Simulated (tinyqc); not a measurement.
Gate voltage for a given inversion charge.

Question. p-type body, charge-sheet picture, depletion and inversion only, full ionisation (an idealisation for deep acceptors), Boltzmann statistics (rough once Na exp(x - xn) passes about Nc/7). In units of Vt: xg = (Vg - Vfb)/Vt, x = psi/Vt, G = gamma/sqrt(Vt), xn = (2 phiF + Vc)/Vt. The implicit equation is (xg - x)^2 = G^2 [x - 1 + exp(x - xn)] for x above about 3. Cox = eps0 eox/tox. ni = sqrt(Nc Nv) exp(-Eg/(2 Vt)), Eg in volts; phiF = Vt ln(Na/ni); gamma = sqrt(2 q eps0 eps_r Na)/Cox. N_inv = (Cox Vt G/q) [sqrt(x - 1 + exp(x - xn)) - sqrt(x - 1)]. Find x - xn, psi and Vg.

Inputs (values chosen for the exercise); band and dielectric values close to those of silicon:

| symbol | value | unit | meaning |
|---|---|---|---|
| T | 300 | K | temperature |
| Eg | 1.13 | eV | band gap |
| eps_r | 11.9 |  | relative permittivity |
| Nc | 2.84e19 | cm^-3 | conduction-band density of states at T |
| Nv | 2.67e19 | cm^-3 | valence-band density of states at T |
| eox | 25.3 |  | relative permittivity of the gate insulator (close to zirconium oxide) |
| tox | 4.5 | nm | insulator thickness |
| Na | 9.5e17 | cm^-3 | acceptor density |
| Vfb | -0.85 | V | flat-band voltage |
| Vc | 0.5 | V | channel-body voltage |

Constants: q = 1.602176634e-19 C, kB = 1.380649e-23 J/K, Vt = kB T/q, eps0 = 8.8541878128e-14 F/cm where lengths are in cm. Results are converted to the units shown.

N_inv = 1.4e11 cm^-2

Solution. N_inv rises steadily with x, so it fixes x; the implicit equation then gives xg directly.

x - xn = 1.327
psi = 1.490 V
Vg = 0.7824 V

tinyqc, about 0.01 s, one thread, Intel Xeon 2.30GHz (shared host): `OMP_NUM_THREADS=1 python tinyqc.py 2122145 2122146 out.jsonl`
